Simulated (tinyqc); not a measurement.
Inside a calculation. Model: metal-interlayer-semiconductor contact, depinning against tunnelling resistance.

Computed by the program tinyqc: `OMP_NUM_THREADS=1 python tinyqc.py 2270093 2270094 out.jsonl`, one thread of a shared Intel Xeon 2.30GHz, about 0.02 s for the whole run. Printed values are rounded.

Zero bias, n-type semiconductor. Gap states at the semiconductor surface thin out as exp(-be ti), which unpins the barrier; electrons must then cross the interlayer (a rectangular barrier, no voltage drop across it) and the parabolic depleted layer, both by WKB. Energies E are counted from the Fermi level; no image force, parabolic bands.

Parameters, values chosen for the exercise; semiconductor values close to those of germanium; interlayer mass of the order of that in strontium titanate, offset chosen freely: temperature T = 300 K; band gap Eg = 0.636 eV; relative permittivity eps_r = 15.4; electron affinity chi = 3.86 eV; conduction-band density of states at T Nc = 1.04e19 cm^-3; tunnelling mass in the semiconductor mt = 0.119 m0; Richardson mass mA = 1.09 m0; donor density Nd = 3.2e19 cm^-3; charge-neutrality level above the valence band E0 = 0.092 eV; pinning factor without interlayer S0 = 0.048; metal work function phiM = 4.34 eV; interlayer thickness ti = 1.9 nm; conduction-band offset of the interlayer above the semiconductor dE = 0.12 eV; tunnelling mass in the interlayer mi = 0.6 m0; decay constant of gap states through the interlayer be = 5.7 1/nm.

Constants: q = 1.602176634e-19 C, kB = 1.380649e-23 J/K, eps0 = 8.8541878128e-12 F/m, hbar = 1.054571817e-34 J s, h = 6.62607015e-34 J s, m0 = 9.1093837015e-31 kg, Vt = kB T/q, hbar^2/(2 m0) = 0.0380998212 eV nm^2. Results are converted to the units shown.

## Pinning, barrier and scales

S = 1/(1 + (1/S0 - 1) exp(-be ti)); phiB = S (phiM - chi) + (1 - S)(Eg - E0); xi = Ec - EF deep inside, from Nd = Nc F(-xi/Vt), F(x) = (2/sqrt(pi)) int_0^infinity sqrt(u) du/(1 + exp(u - x)); band bending U = phiB - xi; E00 = (hbar/2) sqrt(Nd/(eps0 eps_r mt m0)) in volts; A = 4 pi q mA m0 kB^2/h^3.

S = 0.999608
phiB = 0.480025 eV
xi = -0.0560698 eV
U = 0.536095 eV
E00 = 0.0775833 eV
A = 130.989 A/(cm^2 K^2)

The interlayer moves the barrier from 0.541 eV to 0.480 eV; the unpinned limit is phiM - chi = 0.480 eV. E00/Vt = 3.00: by the usual rule of thumb (0.5 to 5) thermionic-field emission.

## Exponents and integrand on an energy grid

E, point 0 to 16 (eV): -0.05  -0.0225  0.005  0.0325  0.06  0.0875  0.115  0.1425  0.17  0.1975  0.225  0.2525  0.28  0.3075  0.335  0.3625  0.39

With U = phiB - xi: for xi < E < phiB, y = (E - xi)/U and G1 = (U/E00) [sqrt(1 - y) - y ln((1 + sqrt(1 - y))/sqrt(y))], G1 = 0 above phiB; G2 = 2 ti sqrt(mi max(phiB + dE - E, 0)/C), C = hbar^2/(2 m0); f = 1/(1 + exp(E/Vt)); integrand exp(-G1 - G2) f.

```
point       G1       G2           f  integrand (1e-8)
0      6.64140  12.1580    0.873701           0.59824
1      5.79767  11.8981    0.704816           1.45518
2      5.12732  11.6323    0.451798           2.37868
3      4.54470  11.3603    0.221464           2.74060
4      4.02322  11.0817   0.0894065           2.46265
5      3.54959  10.7958   0.0327786           1.92958
6      3.11584  10.5022   0.0115620           1.40863
7      2.71675  10.2001  0.00402120           0.98771
8      2.34868   9.8888  0.00139162           0.67428
9      2.00901   9.5674  4.80770e-4           0.45119
10     1.69586   9.2348  1.65995e-4           0.29714
11     1.40790   8.8898  5.73009e-5           0.19317
12     1.14420   8.5308  1.97787e-5           0.12428
13     0.90429   8.1560  6.82691e-6           0.07932
14     0.68804   7.7632  2.35639e-6           0.05034
15     0.49580   7.3494  8.13332e-7           0.03185
16     0.32850   6.9109  2.80730e-7           0.02015
```

## Contact resistivity

1/rho_c = (A T^2/Vt^2) I, with I the trapezoid sum of the integrand over the grid.

I = 4.28280e-9 eV
rho_c = 0.013237 ohm cm^2

A fine grid from xi upwards gives rho_c = 0.01305 ohm cm^2; the coarse value is 1.5 % above it. The integrand peaks at E = 0.032 eV, and 0.12 % of the current flows above phiB. Tunnelling through the interlayer costs a factor of 73600 at this barrier height; the bare contact (ti = 0) has rho_c = 3.65e-7 ohm cm^2, so with the interlayer rho_c is 35700 times that.
